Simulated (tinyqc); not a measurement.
Worked calculation: Luttinger-Kohn k.p, four valence bands. Computed by tinyqc, a small Python program that keeps every step. Settings: g1 = 11.05, g2 = 2.55, g3 = 4.5. Command: `OMP_NUM_THREADS=1 python tinyqc.py 21907 21908 out.jsonl` (the two numbers bound the seeds that draw the settings). One thread of a shared host (Intel(R) Xeon(R) Processor @ 2.60GHz), about 0.01 s of CPU time with the checks.

## Bloch Hamiltonian at k

Luttinger parameters chosen for this model; energies are counted downward from the top of the valence band:

| parameter | value | unit |
|---|---|---|
| g1 | 11.050000 |  |
| g2 | 2.550000 |  |
| g3 | 4.500000 |  |

k point k (1/angstrom): 0.034000  -0.026000  0.038000

P = c g1 k^2, Q = c g2 (kx^2 + ky^2 - 2 kz^2), R = c sqrt3 [-g2 (kx^2 - ky^2) + 2i g3 kx ky], S = 2 c sqrt3 g3 (kx - i ky) kz, c = hbar^2/2m = 3.809982 eV angstrom^2; rows [P+Q, -S, R, 0], [-S*, P-Q, 0, R], [R*, 0, P-Q, S], [0, R*, S*, P+Q]. The path ends lie at |k| = 0.07 1/angstrom.

H(k) at k (eV), lower triangle (Hermitian):
```
                      3/2                  1/2                -1/2      -3/2
3/2              0.127661
1/2   -0.076734+0.058679i             0.148180
-1/2  -0.008077+0.052502i             0.000000            0.148180
-3/2             0.000000  -0.008077+0.052502i  0.076734-0.058679i  0.127661
```

## Levels at k

Diagonalise the Hermitian matrix.

eigenvalues (eV): 0.027203  0.027203  0.248638  0.248638

## Bands along a path

The same steps at evenly spaced points between the labelled ones.

Bands along the path (eV):

| k | band 1 | band 2 | band 3 | band 4 |
|---|---|---|---|---|
| [111] | 0.038271 | 0.038271 | 0.374312 | 0.374312 |
| [111]-G 0.25 | 0.021528 | 0.021528 | 0.210550 | 0.210550 |
| [111]-G 0.50 | 0.009568 | 0.009568 | 0.093578 | 0.093578 |
| [111]-G 0.75 | 0.002392 | 0.002392 | 0.023394 | 0.023394 |
| G | 0.000000 | 0.000000 | 0.000000 | 0.000000 |
| G-[100] 0.25 | 0.006943 | 0.006943 | 0.018844 | 0.018844 |
| G-[100] 0.50 | 0.027770 | 0.027770 | 0.075376 | 0.075376 |
| G-[100] 0.75 | 0.062483 | 0.062483 | 0.169595 | 0.169595 |
| [100] | 0.111080 | 0.111080 | 0.301503 | 0.301503 |

## Hole masses

E = c [g1 k^2 -/+ 2 sqrt(g2^2 k^4 + 3 (g3^2 - g2^2)(kx^2 ky^2 + ky^2 kz^2 + kz^2 kx^2))] with c = hbar^2/2m, and m* = hbar^2 k^2 / (2 E).

Masses (electron masses):

| direction | heavy | light |
|---|---|---|
| [100] | 0.168067 | 0.061920 |
| [110] | 0.350971 | 0.051946 |
| [111] | 0.487805 | 0.049875 |
